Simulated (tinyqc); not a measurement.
What moves the results: mean-field antiferromagnet of the Hubbard model on the square lattice. A value that a table varies takes the place of the one given here.

e(k) = -2 t (cx + cy) - 4 t2 cx cy, ci = cos ki; one electron a site; Q = (pi, pi). <n_up - n_dn> = m cos(Q.R) gives Delta = U m/2 and bands E = e+ -/+ sqrt(e-^2 + Delta^2), e+- = (e(k) +- e(k + Q))/2 (the constant U/2 is dropped). Means run over the mesh k_i = 2 pi (j + 1/2)/N of the whole zone: mu from mean(f(E-) + f(E+)) = 1; m(out) = mean of Delta (f(E-) - f(E+))/sqrt(e-^2 + Delta^2); free energy per site F = -kT mean[ln(1 + exp(-(E- - mu)/kT)) + ln(1 + exp(-(E+ - mu)/kT))] + mu + U m^2/4. Order at T > 0 in two dimensions is an artefact of mean field.

Constants: kB = 8.617333262e-05 eV/K.

Values chosen for the exercise:
- t = 0.54 eV (nearest hopping)
- t2 = 0 eV (second hopping)
- T = 600 K
- U = 5.29 eV (on-site repulsion)

## From weak to strong coupling

Mesh N = 48, start m = 0.9, at most 400 steps; U takes the listed multiples of t. The gap (negative: overlap) is read for that Delta on the unshifted mesh N = 64, which holds the band extrema.

Results:
```
U/t       m  Delta (eV)  gap (eV)  F - F(0) (meV)  J = 4 t^2/U (meV)
1.5   0.120       0.048     0.097           -0.05               1440
2.0   0.365       0.197     0.394           -5.25               1080
3.0   0.566       0.458     0.917          -36.15                720
4.0   0.691       0.746     1.492          -90.38                540
5.0   0.772       1.043     2.086         -163.25                432
6.0   0.827       1.340     2.681         -250.04                360
8.0   0.893       1.928     3.857         -451.56                270
12.0  0.948       3.073     6.145         -914.12                180
20.0  0.981       5.295    10.590        -1926.67                108
```

Every row has a moment above 0.02; a gap is open from U/t = 1.5 on. With t2 = 0 the Fermi surface is nested by Q, so at zero temperature and on an infinite mesh any U orders; at small U the finite mesh and kT = 0.096 t can suppress or reduce the moment. At U/t = 20 m has reached 0.981 and the gap is 0.98 U. Mean field leaves out spin fluctuations, which lower m (at large U to about 0.6 on the square and 0.85 on the simple cubic lattice) and the ordering temperature, which is zero in two dimensions.

## Order against temperature

Mesh N = 48, start m = 0.9, at most 400 steps; Delta(50 K) = 2.4467 eV.

Results:
```
T (K)  kT/Delta(50 K)      m  Delta (eV)
1420            0.050  0.925      2.4467
4260            0.150  0.923      2.4418
7100            0.250  0.891      2.3574
9940            0.350  0.783      2.0722
11920           0.420  0.632      1.6721
13630           0.480  0.391      1.0343
15330           0.540  0.000      0.0000
17040           0.600  0.000      0.0000
19870           0.700  0.000      0.0000
```

The moment is below 0.02 from 15330 K on (kT/Delta = 0.54); close to the transition 400 steps may not suffice, so a small m in the row before can be unconverged. Weak-coupling theory puts the transition at 0.567 and the atomic limit at 0.5. At U/t = 9.8 this scale marks the loss of local moments, while order between them is lost on the scale J = 4 t^2/U = 2559 K. In two dimensions fluctuations forbid long-range order at any finite T, which mean field misses.

## Mesh

Start m = 0.9, at most 400 steps.

Results:
```
N        m  Delta (eV)
4   0.9240      2.4440
6   0.9250      2.4467
8   0.9250      2.4467
12  0.9250      2.4467
16  0.9250      2.4467
24  0.9250      2.4467
48  0.9250      2.4467
```

m spans 0.9240 to 0.9250; it stays within 0.002 of the last value from N = 4 on. The level spacing across the Fermi surface, about 4 pi t/N, should fall below the larger of Delta = 2.447 eV and kT, a rough rule that asks for N above about 2.8.

## What moves the order

Mesh N = 48, start m = 0.9; the gap (negative: overlap) is read for that Delta on the unshifted mesh N = 64. Each row changes one parameter from the base and keeps the others.

Results:
```
case                 m  Delta (eV)  gap (eV)
base            0.9250      2.4467    4.8933
U = 5.819 eV    0.9369      2.7260    5.4521
t = 0.594 eV    0.9111      2.4098    4.8196
t2 = -0.027 eV  0.9250      2.4467    4.7853
T = 1200 K      0.9250      2.4467    4.8933
```

The largest shifts from the base row, up to three for each result and ties (the steps differ in size, so this ranks the rows, not the parameters). m: t -0.0139, U +0.0119; unchanged at the printed digits by t2 and T. Delta (eV): U +0.2794, t -0.0368; unchanged at the printed digits by t2 and T. gap (eV): U +0.5588, t2 -0.1080, t -0.0737; unchanged at the printed digits by T.

Run: tinyqc, `OMP_NUM_THREADS=1 python tinyqc.py 1682162 1682163 out.jsonl`; Intel(R) Xeon(R) Processor @ 2.30GHz, one thread, shared host; about 0.1 s of CPU time with all checks.
